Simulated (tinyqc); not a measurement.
# Pillar capacitor in an array: capacitance, non-linearity, leakage and relaxation: effects of single changes

A film between two metal electrodes, each interface adding a series capacitance ci. The small-signal permittivity is ek (1 + aq E^2); the field is found with the linear permittivity. Leakage J = J0 sinh(E/Ef). After a voltage step the film passes a relaxation current kr C V tt^(-nr), tt being the time in seconds. The sidewall is a coaxial capacitor with radii a = dm/2 and b = dm/2 + t, depth AR dm; the end face is left out.

Inputs (values chosen for the exercise); permittivity of the order of that of aluminium oxide:
- ek = 8.46 (relative permittivity of the film)
- t = 12 nm (film thickness)
- ci = 58 uF/cm^2 (capacitance of each electrode interface (dead layer and screening))
- aq = 0.0032 cm^2/MV^2 (quadratic field coefficient of the permittivity)
- V = 1.3 V (bias)
- nr = 0.976 (exponent of the relaxation current)
- kr = 0.0021 (strength of the relaxation)
- J0 = 8.3e-11 A/cm^2 (leakage prefactor)
- Ef = 0.45 MV/cm (field for an e-fold rise of the leakage)
- dm = 48 nm (diameter of the pillar)
- pt = 100 nm (pitch of the square array)
- rho = 170 uohm cm (resistivity of the inner electrode)
- t0 = 2e-8 s (duration of the write pulse)

Constants: eps0 = 8.8541878128e-14 F/cm where lengths are in cm. Results are converted to the units shown.

Each table varies one quantity; the others keep the values above.

## Capacitance, non-linearity and leakage against thickness

Planar film: Cf = eps0 ek/t, 1/C = 1/Cf + 2/ci, EOT = 3.9 eps0/C, effective permittivity C t/eps0, E = (V/t) C/Cf; quadratic coefficient [C(V)/C - 1]/V^2 with Cf (1 + aq E^2) in C(V).

Capacitance, non-linearity and leakage against thickness:
```
t (nm),C (uF/cm^2),EOT (nm),effective permittivity,E (MV/cm),quadratic coefficient (ppm/V^2),J (A/cm^2)
2.5,2.716,1.272,7.668,4.713,3.787e4,1.468e-6
3.7,1.892,1.825,7.908,3.284,1.905e4,6.133e-8
5.5,1.301,2.655,8.081,2.258,9211,6.264e-9
8.2,0.8856,3.899,8.202,1.537,4335,1.262e-9
12,0.6111,5.651,8.282,1.061,2085,4.341e-10
18,0.4103,8.417,8.340,0.7120,946.3,1.934e-10
27,0.2748,12.57,8.380,0.4769,426.6,1.054e-10
40,0.1861,18.56,8.406,0.3229,196.2,6.480e-11
60,0.1243,27.78,8.424,0.2157,87.75,4.133e-11
```

C falls from 2.72 to 0.124 uF/cm^2 while the effective permittivity goes from 7.67 to 8.42 (ek = 8.46). EOT is a straight line in t with slope 3.9/ek = 0.461 and intercept 0.119 nm. The quadratic coefficient goes as t^(-1.75) between the first two rows and t^(-1.98) between the last two (-2 without interfaces), and J falls by 4.55 decades. For t = 2.5, 3.7 direct tunnelling, left out, would add to the leakage.

## Cell against the aspect ratio

Per length 1/c = ln(b/a)/(2 pi eps0 ek) + (1/a + 1/b)/(2 pi ci); cell capacitance c AR dm; per footprint over pt^2; fields c V/(2 pi eps0 ek r) at r = a and b; resistance of the inner electrode rho AR dm/(pi a^2); time constant R C/3 of the distributed line.

The same in every row: field at a (MV/cm) = 1.3070; field at b (MV/cm) = 0.87134.

Results:
```
AR,cell capacitance (fF),per footprint (uF/cm^2),R (kohm),R C/3 (ps)
5,0.27256,2.7256,0.22547,0.020484
10,0.54511,5.4511,0.45094,0.081937
20,1.0902,10.902,0.90188,0.32775
30,1.6353,16.353,1.3528,0.73744
70,3.8158,38.158,3.1566,4.0149
100,5.4511,54.511,4.5094,8.1937
```

Estimate the missing row, AR = 50.

Computed row:
```
AR,cell capacitance (fF),per footprint (uF/cm^2),R (kohm),R C/3 (ps)
50,2.7256,27.256,2.2547,2.0484
```

With this row back in the table: As AR goes from 5 to 100, the cell capacitance rises from 0.273 to 5.45 fF, the capacitance per footprint rises from 2.73 to 54.5 uF/cm^2, the ratio of the two fields stays at 1.50 and R C/3 rises from 0.0205 to 8.19 ps; the time constant goes as AR^(2.00) between the first two rows and AR^(2.00) between the last two.

## Charge lost after writing

Planar film: Cf = eps0 ek/t, 1/C = 1/Cf + 2/ci, EOT = 3.9 eps0/C, effective permittivity C t/eps0, E = (V/t) C/Cf. A capacitor written for t0 and then left open loses, as a share of C V, kr (tt^(1 - nr) - t0^(1 - nr))/(1 - nr) by relaxation and J tt/(C V) by leakage; both are taken as small, and rows far outside that range are left out.

The same in every row: leakage current (nA/cm^2) = 0.4341.

Results:
```
tt (s),relaxation current (nA/cm^2),loss by relaxation (%),loss by leakage (%),total loss (%)
1e-6,1.197e6,0.5628,5.465e-8,0.5628
1e-5,1.265e5,0.9197,5.465e-7,0.9197
0.0001,1.337e4,1.297,5.465e-6,1.297
0.001,1413,1.695,5.465e-5,1.695
0.1,15.79,2.562,0.005465,2.567
1,1.668,3.032,0.05465,3.087
10,0.1763,3.529,0.5465,4.076
100,0.01863,4.055,5.465,9.520
```

Estimate the missing row, tt = 0.01 s.

Computed row:
```
tt (s),relaxation current (nA/cm^2),loss by relaxation (%),loss by leakage (%),total loss (%)
0.01,149.4,2.117,5.465e-4,2.117
```

With this row back in the table: The two currents are equal at tt = 3.97 s. The loss by relaxation grows from 0.563 to 4.05 %, by 0.357 points over the first decade and 0.525 over the last, while the loss by leakage grows tenfold a decade. Leakage is the larger loss for tt = 100 s. For tt = 100 the falling voltage would already cut the leakage, so the linear estimate overstates the loss.

Computed by the program tinyqc: `OMP_NUM_THREADS=1 python tinyqc.py 2102206 2102207 out.jsonl`, one thread of a shared Intel Xeon 2.30GHz, about 0.01 s for the whole run.
